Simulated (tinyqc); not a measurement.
What each parameter does: thresholds of impact ionisation and Auger recombination from band masses.

Parabolic bands, no phonon. At threshold the three slow carriers share one velocity. With M their total mass and m4 the mass of the fast carrier, the fast carrier has the kinetic energy E_T = G M/(M - m4) and the slow ones together E_a = G m4/(M - m4), the activation energy of the Auger rate. CCCH (fast electron): G = Eg, M = 2 me + mh, m4 = me. CHHS (hole into the split-off band): G = Eg - Dso, M = 2 mh + me, m4 = ms; this form holds for Eg > Dso (below, the process needs about Dso - Eg and is marked by a dash). CHHL (hole into the light band): G = Eg, M = 2 mh + me, m4 = ml. CHHH (fast heavy hole): G = Eg, M = 2 mh + me, m4 = mh.

Non-parabolic fast electron: E (1 + alpha E) = c k^2/me with alpha = (1 - me)^2/Eg; the slow carriers stay parabolic, so E_T = Eg + me E_T (1 + alpha E_T)/M, M = 2 me + mh (the root between Eg and 1.9 Eg).

Constants: kB = 8.617333262e-05 eV/K.

Values chosen for the exercise (near those of GaSb, gap at low temperature and not tied to T; the results hold for these values, not for the real material): Eg = 0.818 eV (gap at Gamma to the s-like level); Dso = 0.75 eV (spin-orbit splitting); me = 0.0393 m0 (electron mass at Gamma); mh = 0.33 m0 (heavy-hole mass); ms = 0.139 m0 (split-off mass); ml = 0.0439 m0 (light-hole mass); T = 300 K (temperature).

Activation energies.

One parameter was then changed.

Results before and after:
```
case     CCCH (meV)  CCCH non-parabolic (meV)  CHHL (meV)
base          87.05                    215.23       54.79
changed       79.25                    191.56       55.12
```

Which of these changes was made? (a) ms = 0.1529 m0; (b) Eg = 0.7362 eV; (c) ml = 0.0395 m0; (d) mh = 0.297 m0; (e) me = 0.0354 m0; (f) Dso = 0.825 eV.

Answer: (e) me = 0.0354 m0. Of the candidates, run in turn, only this one gives the changed row.

All candidates:
```
case            CCCH (meV)  CCCH non-parabolic (meV)  CHHL (meV)
base                 87.05                    215.23       54.79
Eg = 0.7362 eV       78.34                    193.71       49.31
Dso = 0.825 eV       87.05                    215.23       54.79
me = 0.0354 m0       79.25                    191.56       55.12
mh = 0.297 m0        95.59                    244.42       60.93
ms = 0.1529 m0       87.05                    215.23       54.79
ml = 0.0395 m0       87.05                    215.23       48.97
```

Run: tinyqc, `OMP_NUM_THREADS=1 python tinyqc.py 1850785 1850786 out.jsonl`; Intel(R) Xeon(R) Processor @ 2.30GHz, one thread, shared host; about 0.01 s of CPU time with all checks.
